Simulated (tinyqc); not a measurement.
# Reverse leakage of an n+-p junction: diffusion, generation, trap-assisted and band-to-band tunnelling: leakage components against the reverse bias

One-sided abrupt junction in the depletion approximation, x from the junction (0) to W on the p side, field F = F0 (1 - x/W). Flat quasi-Fermi levels, long p side. Traps generate through SRH with both lifetimes shortened by 1 + Gamma (Hurkx enhancement, form for moderate fields); band-to-band generation is local and needs a total bending above Eg.

ni = sqrt(Nc Nv) exp(-Eg/(2 Vt)), Eg in volts; Vbi = Vt ln(Na Nd/ni^2); W = sqrt(2 eps0 eps_r (Vbi + VR)/(q Na)); F0 = 2 (Vbi + VR)/W; FG = sqrt(24 mt m0 (kB T)^3)/(q hbar); J_diff = q ni^2 sqrt(Dn/tau)(1 - exp(-VR/Vt))/Na. u = (Vbi + VR)(1 - x/W)^2, p = Na exp(-u/Vt), n = Nd exp((u - Vbi - VR)/Vt); G0 = ni^2 (1 - exp(-VR/Vt))/(tau (n + p + 2 ni cosh(Et/Vt))); Gamma = 2 sqrt(3 pi)(F/FG) exp((F/FG)^2); trap-assisted part G0 Gamma; G_bb = Ab F^2.5 exp(-Bb/F) with F in V/cm, zero unless Vbi + VR > Eg. Currents are q times the integrals over 0 to W; J_bb under 1e-8 of J is printed as 0; rows with F0/FG above 2.2, beyond the range of this Gamma, are left out.

Values chosen for this exercise; band and dielectric values those of a made-up semiconductor: temperature T = 358 K; band gap Eg = 1.19 eV; relative permittivity eps_r = 11.8; conduction-band density of states at T Nc = 4.31e19 cm^-3; valence-band density of states at T Nv = 4.22e19 cm^-3; acceptor density of the lighter side Na = 6e16 cm^-3; donor density of the heavier side Nd = 1e20 cm^-3; SRH lifetime of both carriers at zero field tau = 1e-8 s; trap level above the intrinsic level Et = 0 eV; tunnelling mass mt = 0.25 m0; electron diffusion coefficient on the lighter side Dn = 7.7 cm^2/s; band-to-band prefactor Ab = 6.5e14 cm^-0.5 V^-2.5 s^-1; band-to-band field constant Bb = 2.04e7 V/cm.

Constants: q = 1.602176634e-19 C, kB = 1.380649e-23 J/K, hbar = 1.054571817e-34 J s, m0 = 9.1093837015e-31 kg, Vt = kB T/q, eps0 = 8.8541878128e-14 F/cm where lengths are in cm. Results are converted to the units shown.

The same in every row: J_bb (A/cm^2) = 0.

Result of one run:
```
VR (V),F0 (kV/cm),F0/FG,J_diff (A/cm^2),J_SRH (A/cm^2),J_TAT (A/cm^2),J (A/cm^2),largest part
2.2,243,0.506,2.38e-9,2.14e-5,4.64e-5,6.78e-5,trap-assisted tunnelling
```

What becomes of these results when the reverse bias VR is changed from 2.2 to 4.2 V, all else the same?

Result of the changed run:
```
VR (V),F0 (kV/cm),F0/FG,J_diff (A/cm^2),J_SRH (A/cm^2),J_TAT (A/cm^2),J (A/cm^2),largest part
4.2,310,0.644,2.38e-9,3.26e-5,9.54e-5,1.28e-4,trap-assisted tunnelling
```

The whole series:
```
VR (V),F0 (kV/cm),F0/FG,J_diff (A/cm^2),J_SRH (A/cm^2),J_TAT (A/cm^2),J (A/cm^2),largest part
0.2,149,0.311,2.38e-9,3.71e-6,4.63e-6,8.34e-6,trap-assisted tunnelling
0.7,178,0.369,2.38e-9,9.48e-6,1.45e-5,2.39e-5,trap-assisted tunnelling
1.2,202,0.420,2.38e-9,1.40e-5,2.47e-5,3.87e-5,trap-assisted tunnelling
1.7,223,0.465,2.38e-9,1.79e-5,3.53e-5,5.33e-5,trap-assisted tunnelling
2.2,243,0.506,2.38e-9,2.14e-5,4.64e-5,6.78e-5,trap-assisted tunnelling
2.7,261,0.544,2.38e-9,2.45e-5,5.79e-5,8.24e-5,trap-assisted tunnelling
3.2,278,0.579,2.38e-9,2.74e-5,6.99e-5,9.73e-5,trap-assisted tunnelling
3.7,295,0.613,2.38e-9,3.01e-5,8.24e-5,1.12e-4,trap-assisted tunnelling
4.2,310,0.644,2.38e-9,3.26e-5,9.54e-5,1.28e-4,trap-assisted tunnelling
```

J rises from 8.34e-6 to 1.28e-4 A/cm^2. Trap-assisted tunnelling leads at VR = 0.2 and in all other rows. The ratio J_TAT/J_SRH goes from 1.25 to 2.92 as F0/FG goes from 0.311 to 0.644.

Range of the model: The n+ side is degenerate, so Vbi from Boltzmann statistics is only a guide.

Numbers from tinyqc (`OMP_NUM_THREADS=1 python tinyqc.py 2290039 2290040 out.jsonl`; about 0.01 s on one thread of a shared Intel Xeon 2.30GHz).
